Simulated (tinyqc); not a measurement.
Heterojunction of two tight-binding chains: one step. Self-energies on the last left site. The numbers come from values chosen for the exercise (masses and offset of the size met at InAs / GaSb).

ka (rad): left 0.4292350, right 0.1098972

t1 = 4.420407 eV
t2 = 2.652244 eV
tc = 3.424033 eV

Problem. Hoppings t1 (left), t2 (right), tc (interface); g is the surface Green function of a half chain. The rest of the left chain gives S1 = t1^2 g1 = -t1 exp(i k1 a); the right chain gives S2 = tc^2 g2 = -(tc^2/t2) exp(i k2 a).

Give: S1; S2.

Solution.

S1 = -4.01941-1.83966i eV
S2 = -4.39374-0.48481i eV

tinyqc: `OMP_NUM_THREADS=1 python tinyqc.py 1482587 1482588 out.jsonl`; about 0.01 s, one thread, shared Intel(R) Xeon(R) Processor @ 2.30GHz.
